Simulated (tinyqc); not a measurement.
Worked calculation: CCD on RHF in the 6-31g basis, for HeH+, spin multiplicity 1. One step of it, computed by the program tinyqc.

Question. Iteration 1: building the Fock matrix. J_ij = sum D_kl (ij|kl), K_ij = sum D_kl (ik|jl); F = H + J - 0.5 K; E = tr D H + tr D J / 2 - 0.25 tr D K + E_nn.

D at the start, lower triangle:
```
           1He 1s     1He 2s     2H 1s     2H 2s
1He 1s   0.468651
1He 2s   0.398365   0.338622
2H 1s   -0.008443  -0.006679  0.179308
2H 2s    0.017140   0.015126  0.199889  0.224339
```

core Hamiltonian H = T + V (hartree), lower triangle:
```
           1He 1s     1He 2s      2H 1s      2H 2s
1He 1s  -2.395892
1He 2s  -1.873607  -1.793669
2H 1s   -0.521729  -0.826009  -1.288768
2H 2s   -0.858374  -1.140019  -1.153724  -1.307811
```

Two-electron integrals (ij|kl) in chemists' order, unique and non-zero (hartree):
```
(11|11) 1.543936   (21|11) 0.785447   (21|21) 0.427025   (22|11) 0.803952
(22|21) 0.476190   (22|22) 0.615938   (31|11) 0.154004   (31|21) 0.086267
(31|22) 0.100738   (31|31) 0.022033   (32|11) 0.252340   (32|21) 0.153937
(32|22) 0.212004   (32|31) 0.043930   (32|32) 0.117086   (33|11) 0.513130
(33|21) 0.322676   (33|22) 0.480172   (33|31) 0.100867   (33|32) 0.326885
(33|33) 1.076566   (41|11) 0.311235   (41|21) 0.171242   (41|22) 0.194635
(41|31) 0.037103   (41|32) 0.068782   (41|33) 0.147750   (41|41) 0.070177
(42|11) 0.425417   (42|21) 0.256868   (42|22) 0.348016   (42|31) 0.060837
(42|32) 0.144591   (42|33) 0.358095   (42|41) 0.108831   (42|42) 0.214552
(43|11) 0.331396   (43|21) 0.207060   (43|22) 0.304869   (43|31) 0.060919
(43|32) 0.187261   (43|33) 0.578470   (43|41) 0.093461   (43|42) 0.221604
(43|43) 0.329423   (44|11) 0.445390   (44|21) 0.277046   (44|22) 0.407775
(44|31) 0.072269   (44|32) 0.207191   (44|33) 0.587396   (44|41) 0.121128
(44|42) 0.281119   (44|43) 0.361304   (44|44) 0.453150
```

nuclear repulsion = 1.03254090 hartree

Give: Coulomb J; exchange K; Fock matrix F; total energy of this density.

Answer.

Coulomb J (hartree), lower triangle:
```
        1He 1s  1He 2s   2H 1s   2H 2s
1He 1s  1.9636
1He 2s  1.0825  1.2769
2H 1s   0.2358  0.4971  1.2261
2H 2s   0.4434  0.7450  0.7464  0.9276
```

exchange K (hartree), lower triangle:
```
        1He 1s  1He 2s   2H 1s   2H 2s
1He 1s  1.5406
1He 2s  1.0904  0.9289
2H 1s   0.3435  0.4353  0.5849
2H 2s   0.5515  0.5710  0.4899  0.5055
```

Fock matrix F (hartree), lower triangle:
```
         1He 1s   1He 2s    2H 1s    2H 2s
1He 1s  -1.2026
1He 2s  -1.3363  -0.9813
2H 1s   -0.4576  -0.5466  -0.3551
2H 2s   -0.6908  -0.6805  -0.6523  -0.6329
```

total energy of this density = -2.321973 hartree

This density is the starting one; it is not idempotent, so its energy is not variational and may lie below the converged one.
